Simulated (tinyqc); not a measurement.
Implanted layer, carriers, mobility and sheet resistance: one step of the calculation.

An n-type layer from the surface x = 0 to the junction xj, N(x) = N0 exp(-(x - Rp)^2/(2 sg^2)). Local neutrality (no depletion at surface or junction, no spilling of carriers), intrinsic carriers neglected, full ionisation of active dopants.

Task. Junction depth and local values. xj = Rp + sg sqrt(2 ln(N0/Nb)); 13 equal steps from 0 to xj. Active dopant A = min(N, Ns); n = A - Nb; mobility mu = m1 + (m2 (T/300 K)^(-bt) - m1)/(1 + ((A + Nb)/Nr)^am).

Inputs (values chosen for the exercise); values close to those of arsenic in silicon over a p-type background: temperature T = 300 K; background doping of the opposite type Nb = 5e15 cm^-3; peak chemical concentration N0 = 6.8e17 cm^-3; mobility limit at high doping m1 = 50.8 cm^2/(V s); mobility limit at low doping, at 300 K m2 = 1450 cm^2/(V s); reference doping of the mobility law Nr = 9.3e16 cm^-3; exponent of the mobility law am = 0.674; temperature exponent of m2 bt = 2.5; solubility limit of active dopant Ns = 2.07e20 cm^-3; straggle after annealing sg = 14 nm; projected range Rp = 8.1 nm.

Find: xj; x; N; A; n; mu.

Result.

xj = 51.98 nm

```
point	x (nm)	N (cm^-3)	A (cm^-3)	n (1e17 cm^-3)	mu (cm^2/(V s))
0	0.00	5.752e17	5.752e17	5.702	366.3
1	4.00	6.514e17	6.514e17	6.464	346.4
2	8.00	6.800e17	6.800e17	6.750	339.8
3	12.00	6.542e17	6.542e17	6.492	345.8
4	15.99	5.800e17	5.800e17	5.750	364.9
5	19.99	4.740e17	4.740e17	4.690	399.0
6	23.99	3.570e17	3.570e17	3.520	450.6
7	27.99	2.478e17	2.478e17	2.428	523.1
8	31.99	1.586e17	1.586e17	1.536	618.9
9	35.99	9.350e16	9.350e16	0.885	736.9
10	39.99	5.082e16	5.082e16	0.458	869.6
11	43.99	2.545e16	2.545e16	0.205	1002
12	47.98	1.175e16	1.175e16	0.068	1115
13	51.98	5.000e15	5.000e15	0.000	1195
```

The mobility runs from 340 to 1200 cm^2/(V s).

Range of the model: The layer is thin and light enough that depletion at the surface and the junction, left out here, would remove a good share of its carriers.

Program tinyqc, `OMP_NUM_THREADS=1 python tinyqc.py 2110132 2110133 out.jsonl`; Intel Xeon 2.30GHz, shared host, one thread, about 0.01 s.
